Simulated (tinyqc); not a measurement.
# Rectangular fin or nanosheet with a gate all round, subbands and threshold shift from confinement: two studies

Undoped body with a flat potential across it, hard walls, transport along x. Three valley pairs (g = 2 each) with the longitudinal mass along x, y or z. Non-parabolicity enters the subband edges through E (1 + al E) = gamma, so E = 2 gamma/(1 + sqrt(1 + 4 al gamma)); motion within a subband is taken as parabolic with the band-edge mass. Energies are counted from the bulk band edge.

Parameters, values chosen for the exercise; masses close to those of silicon: temperature T = 200 K; longitudinal mass ml = 0.907 m0; transverse mass mt = 0.193 m0; non-parabolicity al = 0 1/eV; width (along y) t = 2.1 nm; widening of the box by penetration into the insulator dl = 0 nm; gate capacitance per area of interface Cg = 2 uF/cm^2; height (along z) H = 2.1 nm.

Constants: q = 1.602176634e-19 C, kB = 1.380649e-23 J/K, hbar = 1.054571817e-34 J s, m0 = 9.1093837015e-31 kg, Vt = kB T/q, hbar^2/(2 m0) = 0.0380998212 eV nm^2. Results are converted to the units shown.

Each table varies one quantity; the others keep the values above.

## Confinement against the width

gamma = C pi^2 [a^2/(my (t + dl)^2) + b^2/(mz (H + dl)^2)], C = hbar^2/(2 m0). Each subband has N_k = g sqrt(2 mx m0 kB T/(pi hbar^2)); without degeneracy n = exp(EF/Vt) sum N_k exp(-E_k/Vt). Classical value Nc times t H, Nc = sum over valleys of 2 g (m m0 kB T/(2 pi hbar^2))^1.5 with m = (mx my mz)^(1/3). Threshold shift dVT = Vt ln(classical value/sum N_k exp(-E_k/Vt)). With degeneracy n = sum N_k F((EF - E_k)/Vt), F(x) = (1/sqrt(pi)) int_0^infinity u^(-1/2) du/(1 + exp(u - x)); gate: Vg = EF + q n/(Cg P), P = 2 (t + H), summed over the 60 lowest subbands at most, with Vg counted from the value that would put EF at the bulk band edge of an empty body. The last two columns are for Vg = 0.5 V; sensitivity d(dVT)/dt by central differences between 0.99 and 1.01 times the value.

Confinement against the width:
```
t (nm),E_1 (meV),gap to the next edge (meV),dVT (mV),sensitivity (mV/nm),n/P (cm^-2),share of the lowest subband (%)
2,545.4,35.65,514.8,-138.8,1.556e11,88.57
2.7,361.3,137.4,337.8,-191.6,1.785e12,99.95
3.6,244.3,229.4,225.8,-78.75,2.980e12,100.0
4.7,182.2,264.6,168.3,-33.87,3.546e12,100.0
6.3,143.1,147.3,134.2,-12.86,3.781e12,99.77
8.4,121.6,82.84,117.6,-4.684,3.892e12,87.44
11,110.1,48.31,109.8,-1.876,4.048e12,66.84
15,102.7,25.98,105.0,-0.7658,4.143e12,49.92
20,98.88,14.61,102.4,-0.3693,4.211e12,37.48
```

Read the table: what changes, and by how much?

As t grows from 2 to 20 nm, E_1 falls from 545 to 98.9 meV and dVT falls from 515 to 102 mV. E_1 goes as t^(-1.37) at the thin end; a thickness error of 0.2 nm moves the threshold by 28 mV in the first row and 0.074 mV in the last. The charge per interface area rises from 1.56e11 to 4.21e12 cm^-2. For t = 2, 2.7 the body is too thin for bulk effective masses to be reliable. For t = 3.6, 4.7, 6.3, 8.4, 11, 15, 20 the charge in the last two columns would bend the potential across the body by some 30 mV or more, which is left out.

## Charge and subband filling against gate voltage

Same model as above.

Each subband has N_k = g sqrt(2 mx m0 kB T/(pi hbar^2)). Cq = q dn/dEF.

Result of one run:
```
Vg (V),EF - E_1 (eV),n (cm^-1),n/P (cm^-2),share of the lowest subband (%),Cq/(Cg P),total C/(Cg P)
1.26,0.02032,7.381e6,8.786e12,50.00,16.46,0.9427
```

What becomes of these results when the gate voltage Vg is changed from 1.26 to 0.89 V, all else the same?

Result of the changed run:
```
Vg (V),EF - E_1 (eV),n (cm^-1),n/P (cm^-2),share of the lowest subband (%),Cq/(Cg P),total C/(Cg P)
0.89,-0.002066,3.736e6,4.447e12,50.00,13.48,0.9309
```

The whole series:
```
Vg (V),EF - E_1 (eV),n (cm^-1),n/P (cm^-2),share of the lowest subband (%),Cq/(Cg P),total C/(Cg P)
0.39,-0.1459,1400,1.667e9,50.00,0.007748,0.007689
0.52,-0.04981,3.565e5,4.245e11,50.00,1.899,0.6551
0.64,-0.02488,1.353e6,1.611e12,50.00,6.462,0.8660
0.76,-0.01208,2.477e6,2.949e12,50.00,10.40,0.9123
0.89,-0.002066,3.736e6,4.447e12,50.00,13.48,0.9309
1.01,0.005707,4.912e6,5.848e12,50.00,15.28,0.9386
1.14,0.01343,6.195e6,7.375e12,50.00,16.27,0.9421
1.26,0.02032,7.381e6,8.786e12,50.00,16.46,0.9427
1.39,0.02783,8.665e6,1.032e13,50.00,16.09,0.9415
```

EF passes E_1 = 0.536 eV at Vg = 0.920 V. The share of the lowest subband stays near 50.0 % and the total capacitance rises from 0.00769 to 0.941 of Cg P. Between the last two rows 5.8 % of the added gate voltage goes into raising EF. For Vg = 0.89, 1.01, 1.14, 1.26, 1.39 the charge would bend the potential across the body by some 30 mV or more, which is left out.

tinyqc, about 0.2 s, one thread, Intel Xeon 2.30GHz (shared host): `OMP_NUM_THREADS=1 python tinyqc.py 2350167 2350168 out.jsonl`
